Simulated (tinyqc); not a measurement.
Energy conservation against the time step: molecular dynamics of a small cluster by velocity Verlet steps. Computed by tinyqc, a small Python program. Command: `OMP_NUM_THREADS=1 python tinyqc.py 3019045 3019046 out.jsonl verlet walk`. One thread of a shared host (Intel(R) Xeon(R) Processor @ 2.30GHz), about 0.2 s of CPU time with the checks.

E = sum_i {sum_j A exp(-p (r_ij/r0 - 1)) - xi sqrt(rho_i)}, rho_i = sum_j exp(-2 q (r_ij/r0 - 1)); the force on i is -sum_j w_ij (R_i - R_j)/r_ij with w_ij = -(2p/r0) A exp(-p (r_ij/r0 - 1)) + (xi q/r0) exp(-2 q (r_ij/r0 - 1)) (rho_i^(-1/2) + rho_j^(-1/2)).

Inputs (values chosen for the exercise, for model atoms):
```
quantity,value,unit
length r0,2.38,angstrom
repulsion A,0.086,eV
hopping xi,0.886,eV
decay p,9.72,-
decay q,3.27,-
atomic mass M,22.6,u
time step dt,1.6,fs
steps,300,-
```

Potential: Gupta.

starting positions (angstrom):
```
,x,y,z
atom 1,-0.05,0.04,0.02
atom 2,2.26,0.02,-0.05
atom 3,2.18,2.21,-0.02
atom 4,-0.06,2.19,-0.04
atom 5,1.14,1.1,1.56
atom 6,1.1,1.11,-1.55
```

starting velocities (angstrom/fs):
```
,x,y,z
atom 1,0.00174,0.00065,0.00427
atom 2,-0.0023,3e-05,0.00055
atom 3,-0.0014,0.00069,-0.00141
atom 4,0.0002,-0.00182,0
atom 5,0.00017,-0.00051,-0.00208
atom 6,0.00158,0.00096,-0.00132
```

Constants: 1 eV/(angstrom u) = 9.648533212e-03 angstrom/fs^2; k_B = 8.617333262e-05 eV/K.

Method:
- Relax the cluster, diagonalise the Hessian (central differences): omega_max = sqrt(c lambda_max/M). Verlet steps are stable for omega_max dt < 2.
- Velocity Verlet: a = c F/M with c = 9.648533212e-3 angstrom/fs^2 per eV/(angstrom u); R(new) = R + v dt + a dt^2/2; v(new) = v + (a + a(new)) dt/2. Kinetic energy K = M v^2/(2c); temperature T = 2K/((3N - 3) k_B), rotation of the cluster included.
- Runs without thermostat over the same span of time, steps x dt; spread = largest minus smallest value. For contrast, the energy gained over the first 30 dt (dt of the inputs) by explicit Euler steps: R(new) = R + v dt, v(new) = v + a dt.

omega_max dt = 0.139562

Energy error (eV):
```
dt (fs),omega_max dt,"Verlet, spread of U + K","Euler, gain in U + K"
0.2,0.01745,4.4030e-06,0.00529
0.4,0.03489,1.7610e-05,0.01097
0.8,0.06978,7.0389e-05,0.02362
1.6,0.13956,2.8197e-04,0.05498
3.2,0.27912,1.0915e-03,0.15052
4.8,0.41869,2.5063e-03,0.30836
```

The Verlet error grows as dt^2.00 between the first rows, the second order of the method. Euler steps gain energy steadily: over that short span the gain in the first row is already 1200 times the Verlet spread of the whole run, and it grows as dt^1.05, tending to the first order of that method as dt shrinks.

Extremes, crossings and ranges named in words are read from the listed rows.
